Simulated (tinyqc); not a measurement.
Worked calculation: gated graphene: carriers, quantum capacitance and optical conductivity. Values are carried at full precision from step to step, so a last printed digit may differ when a step is redone from the rounded ones.

Cones E = +/- hv |k|, four flavours, D(E) = 2|E|/(pi hv^2). n = (2/pi)(kT/hv)^2 F_1(mu/kT), p = (2/pi)(kT/hv)^2 F_1(-mu/kT), in 1/angstrom^2 (1e16 for 1/cm^2); F_1(eta) = integral_0^infinity x dx/(1 + exp(x - eta)). Cq/e^2 = d(n - p)/d mu = (2 kT/(pi hv^2)) ln(2 + 2 cosh(mu/kT)).

Gate: V = mu/e + e (n - p)/Cox with Cox/e^2 = k/(4 pi e2 t), t in angstrom, e2 = e^2/(4 pi eps0); 1/(eV angstrom^2) in C/e^2 equals 1602.176634 microfarad/cm^2; total 1/C = 1/Cox + 1/Cq.

Constants: kB = 8.617333262e-05 eV/K; e^2/(4 pi eps0) = 14.39964547 eV angstrom; fine-structure constant alpha = 0.007297352564.

Parameters, chosen for this exercise (Fermi velocity near that of graphene, gate dielectric near HfO2; shifted at random, so the results belong to these values and not to a real crystal): hv = 6.98 eV angstrom (hbar vF); T = 150 K; k = 18.03 (dielectric constant of the gate layer); t = 5 nm (its thickness); V = -0.14 V (gate voltage from the neutrality point); E = 0.042 eV (photon energy); Gm = 5 meV (intraband damping).

## Chemical potential at the gate voltage

Solve the gate equation for mu.

Cox = 3.193 microfarad/cm^2
mu = -0.1032 eV
n = 7.41e+06 1/cm^2
p = 7.32e+11 1/cm^2

mu takes 73.7 % of the gate voltage; the zero-temperature rule |mu| = hv sqrt(pi |n - p|) gives 0.1059 eV.

## Quantum capacitance

1/(eV angstrom^2) in C/e^2 equals 1602.176634 microfarad/cm^2; 1/C = 1/Cox + 1/Cq.

Cq = 2.162 microfarad/cm^2
C = 1.289 microfarad/cm^2
Cq at mu = 0 = 0.3751 microfarad/cm^2

C is 0.404 of Cox.

## Optical conductivity at one energy

Conductivity over sigma0 = e^2/(4 hbar): interband Re = sinh(E/2kT)/(cosh(mu/kT) + cosh(E/2kT)); intraband Re = (8 kT/pi) ln(2 cosh(mu/2kT)) Gm/(E^2 + Gm^2). A free sheet absorbs about pi alpha_f Re(sigma/sigma0), alpha_f the fine-structure constant (alpha among the constants).

Evaluate both parts and the absorption.

interband = 0.0017
intraband = 0.3674
absorption = 0.846 %

E is below 2|mu| = 0.2065 eV; at this temperature interband transitions are mostly Pauli blocked; the universal value is pi alpha_f = 2.293 %.

## Checks

- Cq/e^2 against the finite difference of n - p (1/(eV angstrom^2)): both 0.001349.

Run: tinyqc, `OMP_NUM_THREADS=1 python tinyqc.py 1652097 1652098 out.jsonl`; Intel(R) Xeon(R) Processor @ 2.30GHz, one thread, shared host; about 0.01 s of CPU time with all checks.
